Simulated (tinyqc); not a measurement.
Inside a calculation. Method: Pariser-Parr-Pople SCF with singles CI, for the molecule C=C1C=CC=CC=C1N (SMILES; centres numbered as the heavy atoms are written). One step of it, computed by the program tinyqc.

Question. Iteration 2: Fock matrix. F_rr = H_rr + P_rr gamma_rr / 2 + sum_(s != r) P_ss gamma_rs; F_rs = H_rs - P_rs gamma_rs / 2; E = tr P (H + F) / 2 + core repulsion sum_(r<s) z_r z_s gamma_rs.

P after iteration 1, lower triangle:
```
           1C         2C         3C         4C         5C         6C         7C        8C
1C   1.257958
2C   0.785011   1.003521
3C  -0.248733   0.444463   1.031466
4C  -0.272366   0.054253   0.745682   0.953408
5C   0.237063  -0.100289  -0.035355   0.562807   1.036315
6C   0.165802  -0.090083  -0.295021   0.067766   0.698414   0.945107
7C  -0.300946   0.039639   0.010661  -0.165278  -0.064443   0.600962   1.111793
8C  -0.080351   0.391401   0.222224  -0.096887  -0.282096   0.066073   0.652688  0.929541
9N  -0.021222  -0.101566  -0.213936   0.081321   0.207147  -0.128256  -0.276807  0.516399

          9N
9N  1.730891
```

core matrix H (eV), lower triangle:
```
            1C          2C          3C          4C          5C          6C          7C          8C
1C  -42.959299
2C   -2.390000  -49.696216
3C    0.000000   -2.390000  -45.873619
4C    0.000000    0.000000   -2.390000  -43.943896
5C    0.000000    0.000000    0.000000   -2.390000  -43.545211
6C    0.000000    0.000000    0.000000    0.000000   -2.390000  -44.421921
7C    0.000000    0.000000    0.000000    0.000000    0.000000   -2.390000  -47.220627
8C    0.000000   -2.390000    0.000000    0.000000    0.000000    0.000000   -2.390000  -51.659466
9N    0.000000    0.000000    0.000000    0.000000    0.000000    0.000000    0.000000   -2.240000

            9N
9N  -55.184588
```

repulsion gamma_rs (eV), lower triangle:
```
           1C         2C         3C         4C         5C         6C         7C         8C
1C  11.130000
2C   5.344764  11.130000
3C   3.929244   5.346273  11.130000
4C   2.871285   3.773541   5.345136  11.130000
5C   2.475966   3.243428   3.772432   5.345691  11.130000
6C   2.476344   3.243926   3.243627   3.773721   5.345691  11.130000
7C   2.871502   3.773156   3.243332   3.243627   3.772432   5.345136  11.130000
8C   3.929424   5.345539   3.773156   3.243926   3.243428   3.773541   5.346273  11.130000
9N   3.950386   4.232794   3.030210   2.593485   2.593071   3.029968   4.232585   5.922090

           9N
9N  16.800000
```

Centres (angstrom, eV; a flat drawing with bonds scaled to 1.40 angstrom):
```
centre          x          y  core charge z          W   gamma_rr
1C      -2.112000  -1.307000              1  11.160000  11.130000
2C      -0.850000  -0.700000              1  11.160000  11.130000
3C       0.244000  -1.573000              1  11.160000  11.130000
4C       1.609000  -1.261000              1  11.160000  11.130000
5C       2.217000   0.000000              1  11.160000  11.130000
6C       1.609000   1.261000              1  11.160000  11.130000
7C       0.244000   1.573000              1  11.160000  11.130000
8C      -0.850000   0.700000              1  11.160000  11.130000
9N      -2.112000   1.307000              2  25.600000  16.800000
```

Give: F; pi energy.

Answer.

F (eV), lower triangle:
```
        1C      2C      3C      4C      5C      6C      7C      8C
1C  -5.216
2C  -4.488  -5.358
3C   0.489  -3.578  -5.396
4C   0.391  -0.102  -4.383  -5.509
5C  -0.293   0.163   0.067  -3.894  -5.671
6C  -0.205   0.146   0.478  -0.128  -4.257  -5.614
7C   0.432  -0.075  -0.017   0.268   0.122  -3.996  -5.940
8C   0.158  -3.436  -0.419   0.157   0.457  -0.125  -4.135  -6.072
9N   0.042   0.215   0.324  -0.105  -0.269   0.194   0.586  -3.769

         9N
9N  -10.068
```

pi energy = -136.407 eV
